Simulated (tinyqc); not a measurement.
Inside a calculation. Model: millisecond and nanosecond annealing: surface heating, thermal budget and solid-phase regrowth. Computed by tinyqc, a small Python program that keeps every step. Command: `OMP_NUM_THREADS=1 python tinyqc.py 3012080 3012081 out.jsonl flash walk`. One thread of a shared host (Intel(R) Xeon(R) Processor @ 2.30GHz), about 0.02 s of CPU time with the checks. Intermediate numbers are printed to about 7 digits and carried at full precision; extremes and crossings named in words are read from the listed rows.

A square pulse heats the surface of a thick wafer with constant thermal properties; losses by radiation are neglected and silicon melts at 1414 C.

Inputs (values chosen for the exercise, modelled on hot silicon with phosphorus):
```
quantity                      value        unit
incident fluence              0.561      J/cm^2
pulse length t_p            1.5e-07           s
reflectance R                  0.48           -
thermal conductivity k         0.29    W/(cm K)
heat capacity per volume c     2.21  J/(cm^3 K)
preheat temperature T0           25           C
wafer thickness d               775          um
dopant prefactor D0            4.78      cm^2/s
dopant activation energy E     3.67          eV
regrowth prefactor v0       5.2e+08        cm/s
regrowth energy E_v            2.71          eV
amorphous layer                 6.5          nm
```

Source: pulsed laser.

Constants: k_B = 8.617333262e-05 eV/K.

## Peak temperature

Absorbed flux q = (1 - R) fluence/t_p; kappa = k/c. With f(z, t) = (2 q/k) sqrt(kappa t) ierfc(z/(2 sqrt(kappa t))), ierfc(x) = exp(-x^2)/sqrt(pi) - x erfc(x): T = T0 + f(z, t) during the pulse and T0 + f(z, t) - f(z, t - t_p) after it. At the surface the rise at the end of the pulse is 2 q sqrt(t_p/(pi k c)); the fluence that just melts the surface scales with (1414 - T0).

absorbed flux q = 1944800 W/cm^2

kappa = 0.1312217 cm^2/s

thermal length sqrt(kappa t_p) = 1.402970 um

peak temperature = 1086.648 C

fluence at the melting threshold = 0.7339806 J/cm^2

The heated layer is 0.18 % of the wafer thickness, so the cold bulk quenches the surface. Caution: cold silicon conducts heat several times better than the constant k used here, so the real melting fluence is higher.

## Temperature in depth and time

The formulas are those given above.

Temperature (C):
```
t/t_p   surface  z = 0.5 thermal lengths     z = 1     z = 2
0.10    360.723                  80.7162   28.7095   25.0007
0.25    555.824                 212.8346   72.2825   25.9202
0.50    775.698                 397.1981  181.7765   40.9771
0.75    944.414                 549.5547  294.0691   74.5340
1.00   1086.648                 681.8878  400.6693  119.5651
1.10    802.743                 674.9917  437.7887  139.5421
1.50    574.549                 536.4231  438.4935  209.5244
2.00    464.749                 445.7544  393.7270  243.9880
4.00    309.468                 304.3816  289.6661  238.2003
10.00   197.282                 196.1505  192.8011  180.0468
```

One tenth of a pulse length after the end the surface has lost 284 C: cooling starts as sqrt(t - t_p), much faster than heating ends.

## Thermal budget

Temperatures in kelvin are T(C) + 273.15. Integrate exp(-E/(k_B T(t))) at the surface from 0 to 10 t_p (Gauss-Legendre, 60 points in sqrt(t) up to t_p and 60 in sqrt(t - t_p) after it). (Dt) = D0 x integral with E; regrowth = v0 x integral with E_v; effective time = integral/exp(-E/(k_B T_peak)).

budget (Dt) = 1.386904e-21 cm^2

diffusion length 2 sqrt(Dt) = 7.448232e-04 nm

effective time over t_p = 0.07736390

possible regrowth = 0.007265893 nm

Only 7.7 % of the pulse counts at the peak; the estimate 2 k_B T_peak^2/(E (T_peak - T0)) gives 8.2 %. The amorphous layer of 6.5 nm regrows only by 0.11 % of its thickness. Caution: equilibrium diffusivities are used; implant damage enhances diffusion, and k and c vary with temperature. Caution: a diffusion length below the atomic spacing of 0.235 nm means about one jump per atom or fewer, so the profile does not change measurably.

## Same peak temperature, different pulse lengths

For each t_p the flux is set so that the peak temperature stays the same: q sqrt(t_p) is fixed.

Pulses:
```
t_p (s)   fluence (J/cm^2)    q (W/cm^2)  thermal length (um)  2 sqrt(Dt) (nm)  regrowth (nm)
1.00e-07      4.580546e-01  2.381884e+06         1.145520e+00     6.081456e-04   4.843929e-03
1.00e-06      1.448496e+00  7.532178e+05         3.622454e+00     1.923125e-03   4.843929e-02
1.00e-05      4.580546e+00  2.381884e+05         1.145520e+01     6.081456e-03   4.843929e-01
1.00e-04      1.448496e+01  7.532178e+04         3.622454e+01     1.923125e-02   4.843929e+00
3.00e-04      2.508868e+01  4.348705e+04         6.274274e+01     3.330951e-02   1.453179e+01
1.00e-03      4.580546e+01  2.381884e+04         1.145520e+02     6.081456e-02   4.843929e+01
3.00e-03      7.933738e+01  1.375181e+04         1.984100e+02     1.053339e-01   1.453179e+02
1.00e-02      1.448496e+02  7.532178e+03         3.622454e+02     1.923125e-01   4.843929e+02
```

Fluence and diffusion length grow as sqrt(t_p), regrowth as t_p. The layer of 6.5 nm regrows from t_p = 0.0003 s on among these rows, at a diffusion length of 0.033 nm. Caution: the shortest pulses need a source absorbed within their thermal length, and the longest also heat the back of the wafer, which the thick-wafer formula leaves out.

Checks made by the program: heat stored at the end of the pulse against the absorbed fluence (relative difference below 1e-10).
